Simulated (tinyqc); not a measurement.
Spreading the carriers over a thicker layer: defect, radiative and Auger recombination at equal electron and hole densities (ABC model).

J/(e d) = Ae n + B n^2 + C n^3 with Ae = A + 4 S/w (four side walls, carriers spread evenly), e = 1.602176634e-19 C, lengths in cm; internal efficiency IQE = B n^2/(Ae n + B n^2 + C n^3); all injected carriers recombine in the layer.

Parameters, chosen for this exercise (orders of magnitude like those quoted for InP; the results hold for these values, not for the real material): A = 21000000 1/s (defect rate); B = 1.6e-10 cm^3/s (radiative coefficient); C = 4.9e-31 cm^6/s (Auger coefficient); S = 2500 cm/s (recombination velocity of the side walls); w = 2.6 micrometre (side of the square mesa); d = 160 nm (active thickness); J = 2000000 A/cm^2 (current density).

d is multiplied by the factor listed, at the same J.

Results:
```
factor,n (1/cm^3),defect,radiative,Auger
0.10,1.78e+20,0.00135,0.647,0.352
0.20,1.32e+20,0.00201,0.711,0.287
0.50,8.75e+19,0.00334,0.786,0.211
1.0,6.37e+19,0.00486,0.833,0.162
2.0,4.61e+19,0.00702,0.870,0.123
5.0,2.97e+19,0.0113,0.906,0.0825
10,2.12e+19,0.0162,0.924,0.0600
20,1.51e+19,0.0230,0.934,0.0432
```

The best factor listed is 20 (IQE 0.9338); the optimum factor equals J/J_peak = 37.6, a layer of 6.02e+03 nm, since only J/d matters and the peak value 0.937 does not depend on d. A thicker layer trades Auger loss (0.352 to 0.0432) for defect loss (0.00135 to 0.023).

Run: tinyqc, `OMP_NUM_THREADS=1 python tinyqc.py 1650651 1650652 out.jsonl`; Intel(R) Xeon(R) Processor @ 2.30GHz, one thread, shared host; about 0.01 s of CPU time with all checks.
